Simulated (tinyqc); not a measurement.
Undoped symmetric double-gate MOSFET, analytic potential model: course of the iteration: beta at the source by Newton steps in z = ln(tan beta).

An undoped body of thickness ts between two equal insulators and tied gates; long channel, electrons only, n = ni exp((psi - V)/Vt) with V the quasi-Fermi potential (0 at the source, Vd at the drain), constant mobility, no quantisation. Across the body psi(x) = V - 2 Vt ln[(ts/(2 beta)) sqrt(q ni/(2 eps0 eps_r Vt)) cos(2 beta x/ts)], x from the centre. Q is the electron charge per area of the whole body.

With V = 0, t = exp(z), beta = arctan(t): f = ln(beta) + (1/2) ln(1 + t^2) + 2 r beta t - (Vg - V0)/(2 Vt); with c = t/(1 + t^2), df/dz = c/beta + t c + 2 r t (c + beta); z(new) = z - f/(df/dz).

Stop when z changes by less than 1e-11, or after 60 iterations.

Values chosen for this exercise: temperature T = 250 K; gate voltage Vg = 0.28 V.

Constants: q = 1.602176634e-19 C, kB = 1.380649e-23 J/K, Vt = kB T/q. Results are converted to the units shown.

z at the start = 2
r = 0.158313
V0 = 0.376908 V

Course of the iteration:

| iteration | z | \|change\| |
|---|---|---|
| 1 | 0.318377 | 1.68 |
| 2 | -1.44392 | 1.76 |
| 3 | -2.23482 | 0.791 |
| 4 | -2.25444 | 0.0196 |
| 5 | -2.25445 | 4.08e-6 |
| 6 | -2.25445 | 1.72e-13 |

Did this iteration meet its convergence test, and what does its course show?

Yes. Converged in 6 iterations. At the end the number of correct digits about doubles with each step.

tinyqc, about 0.01 s, one thread, Intel Xeon 2.30GHz (shared host): `OMP_NUM_THREADS=1 python tinyqc.py 2440076 2440077 out.jsonl`
